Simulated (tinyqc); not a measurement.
What moves the results: buckled dimers of a reconstructed (001) surface, two dangling bonds a dimer. A value that a table varies takes the place of the one given here.

In a dimer one atom moves up by z and the other down by z; the dangling bond of the up atom (more s-like) falls by gm z and that of the down atom rises by gm z. With all dimers tilted alike: H(k) = [[-gm z - 2 ta cos k, -tp - 2 tx cos k], [., gm z - 2 ta cos k]], k along the row in 1/a. Two electrons a dimer fill the lowest N of the 2N levels on the mesh k_j = (j + 1/2) pi/N. Total energy a dimer: W(z) = (2/N) sum of the filled levels + kf z^2. Repulsion between electrons is left out.

Parameters, chosen for this exercise (of the size met on Si(001); not measured data):
- tp = 0.15 eV (pi coupling inside a dimer)
- ta = 0.1 eV (coupling between like atoms along the row)
- tx = 0.06 eV (diagonal coupling along the row)
- gm = 2.37 eV/angstrom (shift of a dangling bond with height)
- kf = 10.8 eV/angstrom^2 (force constant of buckling)
- N = 16 (k points)

## Energy against buckling

W relative to z = 0; gap as lowest upper less highest lower level on 201 points from 0 to pi.

Per dimer (eV):
```
z (angstrom)  band energy  elastic        W      gap
0.00               0.0000   0.0000   0.0000  -0.1000
0.05              -0.0686   0.0270  -0.0416   0.0171
0.10              -0.2491   0.1080  -0.1411   0.1982
0.15              -0.4571   0.2430  -0.2141   0.4032
0.20              -0.6771   0.4320  -0.2451   0.6205
0.30              -1.1324   0.9720  -0.1604   1.0722
0.40              -1.5965   1.7280   0.1315   1.5342
0.50              -2.0645   2.7000   0.6355   2.0007
0.60              -2.5344   3.8880   1.3536   2.4697
```

W is lowest at z = 0.2 among these rows (-0.2451 eV). The band energy falls as z^2 at first and linearly, as -2 gm z, once gm z is far above tp, so the elastic term always wins at large z. The gap opens near z = 0.043 angstrom.

## Strong pi bonds keep dimers flat

tp is varied; z minimises W on 0 to 1 angstrom; gap on 201 points; charge moved: the mean of gm z/sqrt((gm z)^2 + h^2) over the mesh, h the off-diagonal element.

Against tp:
```
tp (eV)  z (angstrom)  gain (eV)  gap (eV)  charge moved (e)
0.10           0.2127     0.2655    0.6545             0.969
0.20           0.2008     0.2088    0.6560             0.915
0.30           0.1791     0.1024    0.6584             0.816
0.45           0.1165     0.0132    0.6637             0.531
0.60           0.0000     0.0000    0.8000             0.000
0.80           0.0000     0.0000    1.2000             0.000
1.00           0.0000     0.0000    1.6000             0.000
1.30           0.0000     0.0000    2.2000             0.000
1.60           0.0000     0.0000    2.8000             0.000
```

Dimers buckle for tp up to 0.45 eV among these rows; for an isolated dimer the limit is gm^2/kf = 0.520 eV. While buckled, the splitting, on average over k, stays near 2 gm^2/kf = 1.040 eV whatever tp is, and beyond the limit it follows 2 tp; the gap is smaller by the width of the bands, about 4 ta = 0.40 eV.

## Tilting alike or in alternation

Alternation doubles the cell: sites L1, R1, L2, R2 with levels -gm z, +gm z, +gm z, -gm z, -tp inside a dimer, -2 ta cos k between L1-L2 and R1-R2, -2 tx cos k between L1-R2 and R1-L2, on k_j = (j + 1/2) pi/(2N); the lowest half of the levels is filled. Energies a dimer; gaps on these meshes.

Two patterns:
```
z (angstrom)  W alike (eV)  W alternating (eV)  difference (meV)  gap alike (eV)  gap alternating (eV)
0.05               -0.3720             -0.4098             -37.8          0.0186                0.1936
0.10               -0.4715             -0.5049             -33.4          0.1997                0.4019
0.15               -0.5445             -0.5720             -27.6          0.4048                0.6135
0.20               -0.5754             -0.5983             -22.9          0.6221                0.8260
0.30               -0.4907             -0.5074             -16.6          1.0739                1.2654
0.40               -0.1989             -0.2118             -12.9          1.5360                1.7201
0.50                0.3052              0.2947             -10.5          2.0026                2.1819
```

The lowest W listed is -0.5754 eV for like tilts and -0.5983 eV for alternation; the difference at equal z runs from -37.8 to -10.5 meV. With alternation ta joins filled up atoms to empty down atoms and gains energy in second order, about 2 ta^2/(gm z) a dimer at large z, while tx does so for like tilts; here ta = 0.1 and tx = 0.06 eV. At z = 0.3 the gap is 1.074 eV alike and 1.265 eV alternating.

## What each parameter does

z minimises W on 0 to 1 angstrom; gain over flat dimers; gap on 201 points from 0 to pi. Each row changes one parameter from the base and keeps the others.

Results:
```
case                     z (angstrom)  gain (eV)  gap (eV)
base                           0.2078     0.2457    0.6551
tp = 0.128 eV                  0.2102     0.2562    0.6548
ta = 0.13 eV                   0.2078     0.1878    0.5351
tx = 0.09 eV                   0.2049     0.2614    0.6738
gm = 2.56 eV/angstrom          0.2277     0.3247    0.8262
kf = 9.72 eV/angstrom^2        0.2333     0.2981    0.7690
```

The largest shifts from the base row, up to three for each result and ties (the steps differ in size, so this ranks the rows, not the parameters). z (angstrom): kf +0.0255, gm +0.0199, tx -0.0029; unchanged at the printed digits by ta. gain (eV): gm +0.0790, ta -0.0578, kf +0.0524. gap (eV): gm +0.1711, ta -0.1200, kf +0.1139.

Computed by tinyqc, a small Python program: `OMP_NUM_THREADS=1 python tinyqc.py 1451006 1451007 out.jsonl` (the numbers bound the seed that draws the inputs); one thread of a shared host (Intel(R) Xeon(R) Processor @ 2.30GHz), about 0.02 s for the whole set of steps.
